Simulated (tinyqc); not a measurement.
# Read current of a NAND string, cells in series solved by shooting: what changes with what

Cells in series, numbered from 0 at the source line (0 V) to the bit line, each followed by a gap resistance Rg. A cell with gate Vg, threshold VT, source Vs and drain Vd passes I = 2 nf K Vt^2 [F(Vs) - F(Vd)]/(1 + th max(Vg - VT, 0)), F(V) = ln^2(1 + exp((Vg - VT - nf V)/(2 nf Vt))). The selected cell has Vg = Vr, the others Vg = Vp.

Inputs (values chosen for the exercise); values of the order met in vertical NAND strings:
```
symbol  value    unit                                 meaning
T         358       K                             temperature
K          25  uA/V^2                   gain factor of a cell
nf        2.2                                    slope factor
th       0.17     1/V               mobility reduction factor
Rg        9.7    kohm     resistance of the gap between cells
Vbl       0.7       V                        bit-line voltage
Vp        7.1       V                            pass voltage
Ve       -2.1       V             threshold of an erased cell
Vh        3.9       V          threshold of the highest state
Vx        2.4       V          threshold of the selected cell
Is         50      nA                         sensing current
Vr       3.94       V  read voltage on the selected word line
```

Constants: q = 1.602176634e-19 C, kB = 1.380649e-23 J/K, Vt = kB T/q. Results are converted to the units shown.

Each table varies one quantity; the others keep the values above.

## Read current against the number of cells

For a trial current I start at 0 V and, cell by cell, solve for the drain: sqrt(F(Vd)) = sqrt(F(Vs) - I/k), k = 2 nf K Vt^2/(1 + th max(Vg - VT, 0)), Vd = [Vg - VT - 2 nf Vt ln(exp(sqrt F) - 1)]/nf, then add I Rg. The string current is the I for which the last node reaches Vbl. The apparent threshold is the Vr at which I = Is. Background: all other cells erased (VT = Ve) or all in the highest state (VT = Vh); ratio and shift are high over erased and high minus erased. The selected cell is in the middle, cell n/2.

Read current against the number of cells:
```
n,"I, others erased (uA)","I, others high (uA)",ratio,"apparent VT, erased (V)","apparent VT, high (V)",background shift (mV)
8,3.041,2.189,0.7199,2.409,2.412,3.659
16,1.734,1.165,0.6718,2.418,2.425,7.347
32,0.9299,0.6006,0.6459,2.437,2.452,14.81
64,0.4819,0.3048,0.6325,2.474,2.504,30.12
96,0.3252,0.2042,0.6280,2.512,2.558,45.94
128,0.2454,0.1536,0.6257,2.549,2.612,62.31
192,0.1646,0.1026,0.6235,2.625,2.721,96.79
```

With erased neighbours the current falls from 3.04 to 0.165 uA, as n^(-0.81) between the first two rows and n^(-0.98) between the last two (-1 once the series resistance rules). The ratio falls from 0.720 to 0.623 and the background shift rises from 3.66 to 96.8 mV.

## Effect of the pass voltage

Same model as above.

The string has 64 cells and the selected one is cell 32.

Effect of the pass voltage:
```
Vp (V),"I, others erased (uA)","I, others high (uA)",ratio,"apparent VT, erased (V)","apparent VT, high (V)",background shift (mV)
5,0.4474,0.07948,0.1777,2.479,2.606,127.3
5.5,0.4570,0.1482,0.3243,2.477,2.553,76.01
6,0.4657,0.2117,0.4545,2.476,2.529,53.15
6.5,0.4735,0.2600,0.5491,2.475,2.515,39.98
7,0.4806,0.2981,0.6203,2.474,2.506,31.47
7.5,0.4871,0.3291,0.6756,2.474,2.499,25.57
8,0.4930,0.3547,0.7195,2.473,2.494,21.27
```

As Vp goes from 5 to 8 V, the current with erased neighbours rises from 0.447 to 0.493 uA, that with high neighbours rises from 0.0795 to 0.355 uA and the ratio rises from 0.178 to 0.719. The background shift falls from 127 to 21.3 mV. A higher pass voltage also disturbs erased cells more, which this model leaves out.

Numbers from tinyqc (`OMP_NUM_THREADS=1 python tinyqc.py 2142117 2142118 out.jsonl`; about 0.7 s on one thread of a shared Intel Xeon 2.30GHz).
